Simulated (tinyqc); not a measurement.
# Permittivity and interface capacitance from two thicknesses

Problem. 1/C = t/(eps0 ek) + 2/ci for planar capacitors that differ only in thickness. Find ek, ci and the EOT of the interfaces, 2 x 3.9 eps0/ci.

Constants: eps0 = 8.8541878128e-14 F/cm where lengths are in cm. Results are converted to the units shown.

C at t = 5 and 15 nm (uF/cm^2): 4.2838242  1.4361443

Solution. 1/C is a straight line in t: the slope gives ek and the intercept 2/ci. A single thickness would give only the effective permittivity; when the interfaces are a small part of 1/C, ci needs very accurate data.

ek = 24.4
ci = 1.00e3 uF/cm^2
EOT of the interfaces = 0.00691 nm

Program tinyqc, `OMP_NUM_THREADS=1 python tinyqc.py 2102027 2102028 out.jsonl`; Intel Xeon 2.30GHz, shared host, one thread, about 0.01 s.
